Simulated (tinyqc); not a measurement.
From a target to a composition: virtual-crystal alloy in the empirical-pseudopotential method. Three cases, with inputs chosen for the exercise.

Problem. The gap from the valence top to the fifth band at L = (1/2,1/2,1/2) is given; it is monotonic in x. Find x.

Empirical pseudopotential on the fcc lattice, atoms at +/- tau, tau = a (1,1,1)/8, no spin-orbit coupling. H(G,G') = c (2 pi/a)^2 |k + G|^2 delta + VS(q) cos(q.tau) + i VA(q) sin(q.tau), q = G - G', c = hbar^2/2m0; k and G in units of 2 pi/a; VS at |q|^2 = 3, 8, 11 and VA at 3, 4, 11, in rydberg, zero elsewhere. At each k the basis holds all G with |k + G|^2 up to 16; energies are counted from the fourth level at Gamma.

Virtual crystal A(1-x)B(x): a = (1 - x) a_A + x a_B. Rule linear: V = (1 - x) V_A + x V_B. Rule volume: V = [(1 - x) a_A^3 V_A + x a_B^3 V_B]/a^3, since a form factor is an atomic potential divided by the cell volume.

Constants: hbar^2/2m0 = 3.80998211 eV angstrom^2; Ry = 13.60569312 eV.

Case 1.

Values chosen (classic local form factors of the size used for Si (A) and Ge (B), which place X and L only to a few tenths of an eV; not measured data): a = (5.43, 5.666) angstrom (lattice constants of A, B); VSA = (-0.213, 0.04, 0.079) Ry (symmetric form factors of A); VAA = (0, 0, 0) Ry (antisymmetric form factors of A); VSB = (-0.227, 0.009, 0.059) Ry (symmetric form factors of B); VAB = (0, 0, 0) Ry (antisymmetric form factors of B); rule = volume (mixing rule).

gap to L = 1.16040 eV

Case 2.

Values chosen (classic local form factors of the size used for GaP (A) and InP (B), which place X and L only to a few tenths of an eV; not measured data): a = (5.446, 5.849) angstrom (lattice constants of A, B); VSA = (-0.216, 0.03, 0.069) Ry (symmetric form factors of A); VAA = (0.122, 0.069, 0.021) Ry (antisymmetric form factors of A); VSB = (-0.231, 0.011, 0.061) Ry (symmetric form factors of B); VAB = (0.07, 0.05, 0.009) Ry (antisymmetric form factors of B); rule = volume (mixing rule).

gap to L = 2.20719 eV

Case 3.

Values chosen (classic local form factors of the size used for Si (A) and Ge (B), which place X and L only to a few tenths of an eV; not measured data): a = (5.424, 5.668) angstrom (lattice constants of A, B); VSA = (-0.215, 0.04, 0.081) Ry (symmetric form factors of A); VAA = (0, 0, 0) Ry (antisymmetric form factors of A); VSB = (-0.227, 0.011, 0.06) Ry (symmetric form factors of B); VAB = (0, 0, 0) Ry (antisymmetric form factors of B); rule = volume (mixing rule).

gap to L = 1.72937 eV

Find: x; a.

Solution.

Case 1.

x = 0.67
a = 5.588 angstrom

Bisect on x between the ends, where the gap to L is 1.824 and 0.850 eV; a straight line between them would give x = 0.68.

Case 2.

x = 0.59
a = 5.684 angstrom

Bisect on x between the ends, where the gap to L is 2.473 and 2.015 eV; a straight line between them would give x = 0.58.

Case 3.

x = 0.17
a = 5.465 angstrom

Bisect on x between the ends, where the gap to L is 1.898 and 0.940 eV; a straight line between them would give x = 0.18.

Computed by tinyqc, one run a case: `OMP_NUM_THREADS=1 python tinyqc.py N N+1 out.jsonl` with N = 1051019, 1051038, 1051109; one thread of a shared Intel(R) Xeon(R) Processor @ 2.30GHz, about 1 s a run at most.
